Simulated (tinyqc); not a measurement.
# Bandgap voltage reference from two bipolar transistors, step by step

Computed by the program tinyqc: `OMP_NUM_THREADS=1 python tinyqc.py 2062180 2062181 out.jsonl`, one thread of a shared Intel Xeon 2.30GHz, about 0.02 s for the whole run. Printed values are rounded.

Two transistors of area 1 and N carry the same current I. Is(T) = Is (T/T0)^eta exp[(Vg0 q/kB)(1/T0 - 1/T)], VBE1 = Vt ln(I/Is(T)) + I rb, VBE2 = Vt ln(I/(N Is(T))) + I rb/N. The amplifier forces I R1(T) = VBE1 - VBE2 + Vos, with R(T) = R (1 + tc (T - T0)) for both resistors, and the output is Vref = VBE1 + I R2(T). Base currents and the Early effect are neglected.

Inputs (values chosen for the exercise); values of the order met in silicon bipolar transistors:
```
symbol,value,unit,meaning
T0,300,K,reference temperature
Vg0,1.16,V,band-gap voltage extrapolated to 0 K
eta,4,,temperature exponent of the saturation current
Is,9.9e-18,A,saturation current of the unit transistor at T0
N,8,,area ratio of the second transistor
R1,17,kohm,"resistor across which the difference of VBE falls, at T0"
tc,1900,ppm/K,temperature coefficient of both resistors
Vos,0,mV,offset of the amplifier
rb,0,ohm,series resistance of the unit transistor
R2,184.8,kohm,output resistor at T0
T,333,K,temperature
```

Constants: q = 1.602176634e-19 C, kB = 1.380649e-23 J/K. Results are converted to the units shown.

## Operating point at the reference temperature

Vt = kB T/q; I = (Vt ln N + Vos)/(R1(T) - rb (1 - 1/N)). Evaluate at T = T0.

Vt = 0.02585200 V
I = 3.162219 uA
Is(T) = 9.9e-18 A
VBE1 = 0.6848133 V
I R2 = 0.5843781 V
Vref = 1.269191 V

## Operating point at another temperature

Vt = kB T/q; I = (Vt ln N + Vos)/(R1(T) - rb (1 - 1/N)).

Vt = 0.02869572 V
I = 3.302967 uA
Is(T) = 1.282583e-15 A
VBE1 = 0.6218136 V
I R2 = 0.6486597 V
Vref = 1.270473 V

From T0 to T, VBE1 changes by -63.0 mV and I R2 by 64.3 mV, which leaves 1.28 mV in Vref.

## Resistor for zero slope at T0, ideal case

With tc = 0, Vos = 0 and rb = 0 the current is proportional to T, dVBE/dT = (VBE - Vg0 - (eta - 1) Vt)/T, and Vref has zero slope at T0 when Vref = Vg0 + (eta - 1) Vt0. Find VBE1, its slope, that Vref, R2/R1 and the curvature d2Vref/dT2 = -(eta - 1) kB/(q T0).

VBE1 = 0.6848133 V
dVBE/dT = -1.842476 mV/K
Vref = 1.237556 V
R2/R1 = 10.28211
curvature = -0.8617333 uV/K^2
